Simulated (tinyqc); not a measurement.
Admittance spectroscopy and thermally stimulated current of one trap level in a depletion layer: one step, computed by the program tinyqc. Command: `OMP_NUM_THREADS=1 python tinyqc.py 3110448 3110449 out.jsonl admit walk`. One thread of a shared host (Intel(R) Xeon(R) Processor @ 2.30GHz), about 0.01 s of CPU time with the checks.

A Schottky junction on n-type material holds one donor-like electron trap; shallow donors are fully ionised and abrupt depletion edges are assumed.

Question. The capacitance step. With E_c - E_F = k_B T_p ln(N_c/N): lambda = sqrt(2 eps eps_0 (E_t - (E_c - E_F))/(e^2 N)); traps are empty and charged for x < x_t = w - lambda, and V_b = e (N w^2 + N_t x_t^2)/(2 eps eps_0). High frequency: C_hf = eps eps_0/w. Low frequency: C_lf = eps eps_0 (N + N_t)/(N w + N_t x_t).

Inputs (values chosen for the exercise, modelled on n-type 4H-SiC):
```
quantity                         value    unit
dielectric constant eps           9.59       -
shallow doping N               8.2e+16  1/cm^3
trap density N_t               4.7e+15  1/cm^3
trap depth E_t below the band    0.221      eV
band bending V_b                   1.1       V
```

E_c - E_F = k_B T_p ln(N_c/N) = 0.1402337 eV

Constants: eps_0 = 8.8541878128e-12 F/m; e = 1.602176634e-19 C.

Give: lambda; depletion width w; crossing point x_t; C_hf; C_lf; step (C_lf - C_hf)/C_hf; small-N_t estimate (N_t/N)(lambda/w).

Answer.

lambda = 32.31 nm

depletion width w = 117.5 nm

crossing point x_t = 85.18 nm

C_hf = 72.27 nF/cm^2

C_lf = 73.37 nF/cm^2

step (C_lf - C_hf)/C_hf = 0.01513

small-N_t estimate (N_t/N)(lambda/w) = 0.01576

Reading N_t/N straight from the step would give 0.0151 against the true 0.0573: the factor lambda/w must be known.
